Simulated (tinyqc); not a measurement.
Five-frequency model of solute diffusion by vacancies in an fcc metal: one step, computed by the program tinyqc. Command: `OMP_NUM_THREADS=1 python tinyqc.py 3021451 3021452 out.jsonl fivefreq walk`. One thread of a shared host (Intel(R) Xeon(R) Processor @ 2.30GHz), about 0.08 s of CPU time with the checks.

A vacancy next to the solute exchanges with it (w2), jumps to one of 4 sites that also neighbour the solute (w1) or to one of 7 that do not (w3); w4 is the reverse of w3 and w0 the host jump.

Question. Diffusivities. c_v = exp(S_f - E_f/(k_B T)); host D0 = a^2 c_v w0 x 0.7815; solute D2 = a^2 c_v exp(E_b/(k_B T)) w2 f2; 1 angstrom^2 = 1e-16 cm^2.

Inputs (values chosen for the exercise, for a model solute in a host close to silver): binding energy E_b (positive for attraction) = 0.15 eV; vacancy formation energy E_f = 1.07 eV; formation entropy S_f = 1.7 k_B; lattice constant a = 4.09 angstrom; temperature T = 545 K.

rates (1/s): w0 2230373, w1 7507122, w2 173261.3, w3 855557.0, w4 2.086142e+07

correlation factor f2 = 0.9805237

Constants: k_B = 8.617333262e-05 eV/K.

Give: vacancy fraction c_v; host diffusivity D0; solute diffusivity D2; ratio D2/D0.

Answer.

vacancy fraction c_v = 6.9773e-10

host diffusivity D0 = 2.0344e-18 cm^2/s

solute diffusivity D2 = 4.8349e-18 cm^2/s

ratio D2/D0 = 2.3766

The ratio splits into binding 24.4, exchange rate 0.0777 and correlation 1.25.
